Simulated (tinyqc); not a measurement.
Resistance of a source-drain extension with a graded tip: one step of the calculation.

y runs along the channel, the gate covers y > 0. The doping is N0 for y < y0 and N0 10^(-(y - y0)/la) beyond, uniform over the depth xj. Sheet conductance s(y) = q mu(N) max(N - Nch, 0) xj + (for y > 0) ma Cox Vo, with mu(N) = u0 + (u1 - u0)/(1 + (N/Nr)^au) and Cox = eps0 eox/tox. Current is taken as one-dimensional; depletion of the tip, spreading and the contact are left out. The metallurgical junction lies at yj, where N = Nch.

Task. Sheet resistances and junction position. yj = y0 + la log10(N0/Nch); sheet resistance of the full extension 1/[q mu(N0)(N0 - Nch) xj] and of the gate-induced layer 1/(ma Cox Vo); metallurgical length Lg - 2 yj; ye is where the doped and the gate-induced conductances are equal.

Parameters, values chosen for the exercise; mobility law close to that of electrons in silicon: relative permittivity of the gate insulator (close to silicon dioxide) eox = 3.9; insulator thickness tox = 1.8 nm; active doping of the extension far from the gate N0 = 1.5e20 cm^-3; lateral abruptness la = 3.8 nm/decade; position under the gate where the fall begins (gate edge at 0) y0 = 2.5 nm; depth of the extension xj = 17 nm; channel doping Nch = 3.4e17 cm^-3; gate overdrive Vo = 0.33 V; mobility of the gate-induced layer ma = 170 cm^2/(V s); mobility at low doping u1 = 1414 cm^2/(V s); mobility at high doping u0 = 68.5 cm^2/(V s); reference doping Nr = 9.2e16 cm^-3; exponent au = 0.711; gate length Lg = 50 nm.

Constants: q = 1.602176634e-19 C, eps0 = 8.8541878128e-14 F/cm where lengths are in cm. Results are converted to the units shown.

Wanted: yj; sheet resistance of the extension; sheet resistance of the induced layer; metallurgical length; ye; N at ye.

Result.

yj = 12.550 nm
sheet resistance of the extension = 325.10 ohm/square
sheet resistance of the induced layer = 9291.7 ohm/square
metallurgical length = 24.901 nm
ye = 9.2921 nm
N at ye = 2.4474e18 cm^-3

The gate takes over 3.26 nm before the junction, where N is still 7.20 times the channel doping.

tinyqc, about 0.03 s, one thread, Intel Xeon 2.30GHz (shared host): `OMP_NUM_THREADS=1 python tinyqc.py 2282233 2282234 out.jsonl`
